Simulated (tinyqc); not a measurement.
# Small-signal admittance of a forward-biased p+-n diode, step by step

Computed by the program tinyqc: `OMP_NUM_THREADS=1 python tinyqc.py 2890104 2890105 out.jsonl`, one thread of a shared Intel Xeon 2.30GHz, about 0.01 s for the whole run. Printed values are rounded.

Holes injected into a neutral base of width wb with an ohmic contact at its end; low injection, p0 far above the equilibrium density. A small voltage v exp(i w t), w = 2 pi f, modulates the edge density by p0 v/Vt, and the small-signal density obeys Dp d2p/dx2 = (1/tau + i w) p.

Parameters, values chosen for the exercise; permittivity close to that of silicon: temperature T = 275 K; relative permittivity eps_r = 11.7; donor density of the base Nd = 1.7e15 cm^-3; hole diffusion coefficient Dp = 7.5 cm^2/s; hole lifetime tau = 4e-8 s; width of the neutral base wb = 4.9 um; excess hole density at the junction edge p0 = 4.1e12 cm^-3; acceptor density of the p+ side Na = 3e18 cm^-3; signal frequency f = 2e6 Hz.

Constants: q = 1.602176634e-19 C, kB = 1.380649e-23 J/K, Vt = kB T/q, eps0 = 8.8541878128e-14 F/cm where lengths are in cm. Results are converted to the units shown.

## Closed-form admittance

L = sqrt(Dp tau); direct current J = (q Dp p0/L) coth(wb/L); k = sqrt(1 + i w tau)/L; diffusion admittance Y = (q Dp p0/Vt) k coth(k wb) = G + i w C_diff; junction capacitance C_j = sqrt(q eps0 eps_r Nd/(2 Vr)) in the depletion approximation, with the remaining barrier Vr = Vt ln(Na/p0), a rough value under forward bias; base-width modulation is left out.

L = 5.47723 um
J = 0.0126038 A/cm^2
k wb = 0.920892+0.218425i
Y = 0.533082+0.051408i S/cm^2
C_diff = 0.00409088 uF/cm^2
C_j = 0.0209972 uF/cm^2

G is 1.00 times its low-frequency value J/Vt, and C_diff is 0.195 times C_j.

## The same by finite differences

9 equal intervals, h = wb/9; u = small-signal density over its edge value, u_0 = 1, u_9 = 0; u_(i-1) + b u_i + u_(i+1) = 0 with b = -2 - h^2 (1/tau + i w)/Dp; Y = (q Dp p0/(Vt h)) (-b/2 - u_1), which includes the half box at the edge.

b = -2.00988-0.00497i
u, node 1 to 8: [0.865135-0.011096i, 0.738874-0.018004i, 0.620002-0.021421i, 0.507363-0.021970i, 0.399846-0.020216i, 0.296381-0.016677i, 0.195926-0.011830i, 0.097466-0.006127i]
Y on the mesh = 0.533850+0.051852i S/cm^2

Against the closed form the real part is 0.14 % above it and the imaginary part 0.86 % above it; |k h| = 0.11.
